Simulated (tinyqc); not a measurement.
Comparisons within one model: Boltzmann transport in a parabolic band with a power-law relaxation time. A value that a table varies takes the place of the one given here.

F_j(eta) = (1/Gamma(j + 1)) integral_0^infinity x^j dx/(1 + exp(x - eta)), which tends to exp(eta) for eta << 0.

n = N F_1/2(eta) with N = 2 (m kB T/(4 pi c))^(3/2) with c = hbar^2/2m0, in 1/angstrom^3; times 1e24 for 1/cm^3, m = md.

tau = tau0 x^r with x = E/kT. With K_j = Gamma(j + 1) F_j(eta): <tau> = tau0 (r + 3/2) K_(r+1/2)/((3/2) K_(1/2)); mu = <tau>/(mc m0/e), m0/e = 5.685630e-12 kg/C; Hall factor rH = (3/2) K_(1/2) (2r + 3/2) K_(2r+1/2)/((r + 3/2) K_(r+1/2))^2; Seebeck S = -(kB/e) [(r + 5/2) K_(r+3/2)/((r + 3/2) K_(r+1/2)) - eta]; Lorenz number L = (kB/e)^2 [(r + 7/2) K_(r+5/2)/((r + 3/2) K_(r+1/2)) - ((r + 5/2) K_(r+3/2)/((r + 3/2) K_(r+1/2)))^2]; kB/e in V/K. Valley anisotropy is left out of rH.

Constants: hbar^2/2m0 = 3.80998211 eV angstrom^2; kB = 8.617333262e-05 eV/K.

Values chosen for the exercise (masses near those of Si; tau0 is set for a mobility of the usual size at this n, kL is a free input; freeze-out and phonon drag, which matter near 77 K, are left out; not measured data): md = 1.067 m0 (density-of-states mass); mc = 0.2607 m0 (conductivity mass); tau0 = 4 fs (tau at E = kT); r = 0.5 (exponent of tau); T = 500 K; kL = 1.3 W/(m K) (lattice thermal conductivity); ta = 330 fs (acoustic tau at E = kT and 300 K); ti = 61 fs (impurity tau at E = kT and 300 K); n = 3.9e+20 1/cm^3 (electron density).

## Doping: the thermoelectric optimum

tau0 is held fixed. sigma = e n mu with e = 1.602176634e-19 C; ZT = S^2 sigma T/(kL + L sigma T).

Results:

| n (1/cm^3) | eta | mu (cm^2/(V s)) | sigma (S/cm) | rH | S (microvolt/K) | L (1e-8) | S^2 sigma (mW/(m K^2)) | ZT |
|---|---|---|---|---|---|---|---|---|
| 6.0e+17 | -4.59 | 40.6 | 3.91 | 1.104 | -655 | 2.228 | 0.167 | 0.064 |
| 2.0e+18 | -3.38 | 40.7 | 13.1 | 1.103 | -551 | 2.228 | 0.396 | 0.15 |
| 6.0e+18 | -2.26 | 41.0 | 39.4 | 1.101 | -456 | 2.228 | 0.822 | 0.31 |
| 2.0e+19 | -0.97 | 42.0 | 135 | 1.094 | -353 | 2.228 | 1.68 | 0.58 |
| 4.0e+19 | -0.16 | 43.3 | 277 | 1.086 | -294 | 2.230 | 2.40 | 0.75 |
| 7.0e+19 | 0.57 | 45.2 | 506 | 1.075 | -248 | 2.234 | 3.10 | 0.83 |
| 1.0e+20 | 1.10 | 46.9 | 751 | 1.066 | -218 | 2.238 | 3.58 | 0.84 |
| 3.0e+20 | 3.29 | 56.6 | 2.72e+03 | 1.036 | -136 | 2.279 | 5.01 | 0.57 |
| 6.0e+20 | 5.49 | 67.2 | 6.46e+03 | 1.019 | -93 | 2.329 | 5.63 | 0.32 |
| 1.0e+21 | 7.83 | 77.9 | 1.25e+04 | 1.011 | -69 | 2.368 | 5.91 | 0.18 |

What does this show, and why?

|S| falls by 198 microvolt/K from the first to the third row (198 a decade in the non-degenerate range; holes, which count near the intrinsic density, and non-parabolicity are left out). The power factor still rises at the last row, because tau grows with the Fermi energy for this r; ZT is largest at 1e+20 1/cm^3 (eta = 1.10). mu changes by a factor 1.92 over the table and rH goes from 1.104 to 1.011. A real tau0 would fall with doping.

## The scattering mechanism

eta = 4.01915

Same eta for each exponent.

Results:

| r | mechanism | <tau>/tau0 | rH | S (microvolt/K) | L (1e-8 W ohm/K^2) |
|---|---|---|---|---|---|
| -0.5 | acoustic phonons | 0.463 | 1.038 | -67.9 | 2.096 |
| 0.0 | a constant relaxation time | 1.000 | 1.000 | -93.7 | 2.176 |
| 0.5 | polar optical or piezoelectric scattering | 2.228 | 1.029 | -118.5 | 2.296 |
| 1.5 | ionised impurities | 12.018 | 1.257 | -167.9 | 2.635 |

What can be read from the table?

From r = -1/2 to 3/2 |S| grows by 100.0 microvolt/K, against 2 kB/e = 172.3 in the non-degenerate limit: scattering that favours fast electrons raises the mean energy carried. rH is 1 only for constant tau and reaches 1.257 for r = 3/2; L spans 2.096 to 2.635 against the metallic 2.443.

## Mobility against temperature (two scattering mechanisms together, and the Matthiessen rule)

Non-degenerate electrons. 1/tau(x) = x^(1/2)/tA + 1/(tI x^(3/2)), x = E/kT, with tA = ta (T/300)^(-3/2) and tI = ti (T/300)^(3/2) (the screening logarithm is held fixed). <tau> = integral x^(3/2) tau exp(-x) dx/Gamma(5/2); mu = <tau>/(mc m0/e), m0/e = 5.685630e-12 kg/C. Matthiessen: 1/mu = 1/muA + 1/muI with <tau>A = tA Gamma(2)/Gamma(5/2), <tau>I = tI Gamma(4)/Gamma(5/2).

rH = <tau^2>/<tau>^2. ta and ti are inputs of their own, not tied to tau0.

Mobilities (cm^2/(V s)):

| T (K) | acoustic | impurity | Matthiessen | exact | rH | Matthiessen/exact |
|---|---|---|---|---|---|---|
| 40 | 3.44e+04 | 90.4 | 90.2 | 89.7 | 1.907 | 1.006 |
| 60 | 1.87e+04 | 166 | 165 | 162 | 1.855 | 1.020 |
| 80 | 1.22e+04 | 256 | 251 | 240 | 1.775 | 1.044 |
| 120 | 6.62e+03 | 470 | 439 | 391 | 1.583 | 1.122 |
| 160 | 4.30e+03 | 723 | 619 | 508 | 1.415 | 1.220 |
| 220 | 2.67e+03 | 1.17e+03 | 812 | 602 | 1.245 | 1.349 |
| 300 | 1.67e+03 | 1.86e+03 | 881 | 619 | 1.124 | 1.422 |
| 400 | 1.09e+03 | 2.86e+03 | 788 | 566 | 1.059 | 1.393 |
| 550 | 675 | 4.61e+03 | 589 | 456 | 1.031 | 1.290 |

What does this show, and why?

The exact mobility peaks at 300 K of those listed. The two mechanisms are equal between 220 and 300 K. The rule overestimates everywhere, most at 300 K (by 42 %), since impurities stop the slow electrons and phonons the fast ones. rH runs between 1.031 and 1.907; the pure limits are 1.178 and 1.933, and the mixture dips below both, since the opposite energy slopes of the two rates leave tau nearly constant. Optical and intervalley phonons, left out, lower real mobilities above about 150 K.

## What moves the coefficients

sigma = e n mu with e = 1.602176634e-19 C; ZT = S^2 sigma T/(kL + L sigma T). Each row changes one parameter from the base and keeps the others.

Results:

| case | mu (cm^2/(V s)) | sigma (S/cm) | S (microvolt/K) | ZT |
|---|---|---|---|---|
| base | 60.12 | 3756 | -118.5 | 0.470 |
| md = 1.387 m0 | 54.98 | 3435 | -144.7 | 0.692 |
| mc = 0.3389 m0 | 46.25 | 2890 | -118.5 | 0.440 |
| n = 7.8e+20 1/cm^3 | 72.43 | 9051 | -80.0 | 0.243 |
| tau0 = 6 fs | 90.18 | 5635 | -118.5 | 0.510 |
| kL = 0.65 W/(m K) | 60.12 | 3756 | -118.5 | 0.532 |
| T = 550 K | 58.11 | 3631 | -127.7 | 0.555 |

How do the results move?

The largest shifts from the base row, up to three for each result and ties (the steps differ in size, so this ranks the rows, not the parameters). mu (cm^2/(V s)): tau0 +30.1, mc -13.9, n +12.3; unchanged at the printed digits by kL. sigma (S/cm): n +5.29e+03, tau0 +1.88e+03, mc -867; unchanged at the printed digits by kL. S (microvolt/K): n +38.5, md -26.2, T -9.2; unchanged at the printed digits by mc, tau0 and kL. ZT: n -0.227, md +0.222, T +0.0852. The row for T keeps tau0 fixed; for phonon scattering tau0 itself falls as T rises.

(tinyqc, `OMP_NUM_THREADS=1 python tinyqc.py 1651498 1651499 out.jsonl`, Intel(R) Xeon(R) Processor @ 2.30GHz, 1 thread, shared host, about 0.01 s.)
